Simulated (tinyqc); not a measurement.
Quantum-confined Stark effect in a modulator well: one step. Estimate for hard walls. Five cases, with inputs chosen for the exercise.

Problem. Second order: each level moves by -C m (e F)^2 L^4/(2c), C = (15/pi^2 - 1)/(24 pi^2), c = hbar^2/2m0, 1 kV/cm = 1e-5 eV/angstrom. It holds while e F L is no more than about twice 3 c pi^2/(m L^2).

Constants: hbar^2/2m0 = 3.80998211 eV angstrom^2.

Case 1.

Values chosen (near those of an InGaAsP well in InP; not measured data): L = 84 angstrom (well width); me = 0.0513 m0 (electron, well); mh = 0.345 m0 (heavy hole along z, well); F = 56 kV/cm (field).

Case 2.

Values chosen (near those of a GaAs well in AlGaAs; not measured data): L = 78 angstrom (well width); me = 0.069 m0 (electron, well); mh = 0.367 m0 (heavy hole along z, well); F = 65 kV/cm (field).

Case 3.

Values chosen (near those of an InGaAsP well in InP; not measured data): L = 144 angstrom (well width); me = 0.0488 m0 (electron, well); mh = 0.348 m0 (heavy hole along z, well); F = 54 kV/cm (field).

Case 4.

Values chosen (near those of a Ge well in SiGe, direct gap; not measured data): L = 148 angstrom (well width); me = 0.042 m0 (electron, well); mh = 0.22 m0 (heavy hole along z, well); F = 58 kV/cm (field).

Case 5.

Values chosen (near those of a GaAs well in AlGaAs; not measured data): L = 104 angstrom (well width); me = 0.0655 m0 (electron, well); mh = 0.342 m0 (heavy hole along z, well); F = 51 kV/cm (field).

Give: Estimate.

Solution.

Case 1.

Estimate:

| carrier | shift (meV) | e F L over the level spacing |
|---|---|---|
| electron | -0.23 | 0.15 |
| heavy hole | -1.55 | 1.02 |

The hole, 6.7 times heavier, carries 87 % of the estimated shift; for hard walls second order errs by about 2 % at a ratio of 1 and 13 % at 3.

Case 2.

Estimate:

| carrier | shift (meV) | e F L over the level spacing |
|---|---|---|
| electron | -0.31 | 0.19 |
| heavy hole | -1.65 | 1.00 |

The hole, 5.3 times heavier, carries 84 % of the estimated shift; for hard walls second order errs by about 2 % at a ratio of 1 and 13 % at 3.

Case 3.

Estimate:

| carrier | shift (meV) | e F L over the level spacing |
|---|---|---|
| electron | -1.76 | 0.70 |
| heavy hole | -12.57 | 4.97 |

The hole, 7.1 times heavier, carries 88 % of the estimated shift; for it the ratio exceeds 3, so second order overstates its shift, by 13 % at a ratio of 3 and 60 % at 8.

Case 4.

Estimate:

| carrier | shift (meV) | e F L over the level spacing |
|---|---|---|
| electron | -1.95 | 0.70 |
| heavy hole | -10.23 | 3.67 |

The hole, 5.2 times heavier, carries 84 % of the estimated shift; for it the ratio exceeds 3, so second order overstates its shift, by 13 % at a ratio of 3 and 60 % at 8.

Case 5.

Estimate:

| carrier | shift (meV) | e F L over the level spacing |
|---|---|---|
| electron | -0.57 | 0.33 |
| heavy hole | -3.00 | 1.74 |

The hole, 5.2 times heavier, carries 84 % of the estimated shift; for hard walls second order errs by about 2 % at a ratio of 1 and 13 % at 3.

Computed by tinyqc, one run a case: `OMP_NUM_THREADS=1 python tinyqc.py N N+1 out.jsonl` with N = 1252188, 1252581, 1252692, 1280069, 1280135; one thread of a shared Intel(R) Xeon(R) Processor @ 2.30GHz, about 0.2 s a run at most.
